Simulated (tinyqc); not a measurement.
Implanted layer, carriers, mobility and sheet resistance: one step of the calculation.

An n-type layer from the surface x = 0 to the junction xj, N(x) = N0 exp(-(x - Rp)^2/(2 sg^2)). Local neutrality (no depletion at surface or junction, no spilling of carriers), intrinsic carriers neglected, full ionisation of active dopants.

Question. Junction depth and local values. xj = Rp + sg sqrt(2 ln(N0/Nb)); 12 equal steps from 0 to xj. Active dopant A = min(N, Ns); n = A - Nb; mobility mu = m1 + (m2 (T/300 K)^(-bt) - m1)/(1 + ((A + Nb)/Nr)^am).

Parameters, values chosen for the exercise; values close to those of phosphorus in germanium over a p-type background: temperature T = 300 K; background doping of the opposite type Nb = 4.6e16 cm^-3; peak chemical concentration N0 = 7.5e19 cm^-3; mobility limit at high doping m1 = 147 cm^2/(V s); mobility limit at low doping, at 300 K m2 = 3970 cm^2/(V s); reference doping of the mobility law Nr = 2.64e17 cm^-3; exponent of the mobility law am = 0.555; temperature exponent of m2 bt = 2.4; solubility limit of active dopant Ns = 5.05e19 cm^-3; straggle after annealing sg = 39 nm; projected range Rp = 65 nm.

Wanted: xj; x; N; A; n; mu.

Answer.

xj = 215.0 nm

```
point  x (nm)  N (cm^-3)  A (cm^-3)  n (1e19 cm^-3)  mu (cm^2/(V s))
0         0.0   1.870e19   1.870e19           1.866            475.1
1        17.9   3.619e19   3.619e19           3.614            380.7
2        35.8   5.670e19   5.050e19           5.045            343.3
3        53.8   7.194e19   5.050e19           5.045            343.3
4        71.7   7.391e19   5.050e19           5.045            343.3
5        89.6   6.149e19   5.050e19           5.045            343.3
6       107.5   4.142e19   4.142e19           4.137            364.8
7       125.4   2.259e19   2.259e19           2.254            445.0
8       143.3   9.977e18   9.977e18           0.993            595.4
9       161.3   3.568e18   3.568e18           0.352            872.1
10      179.2   1.033e18   1.033e18           0.099             1347
11      197.1   2.423e17   2.423e17           0.020             2012
12      215.0   4.600e16   4.600e16           0.000             2602
```

tinyqc, about 0.01 s, one thread, Intel Xeon 2.30GHz (shared host): `OMP_NUM_THREADS=1 python tinyqc.py 2110115 2110116 out.jsonl`
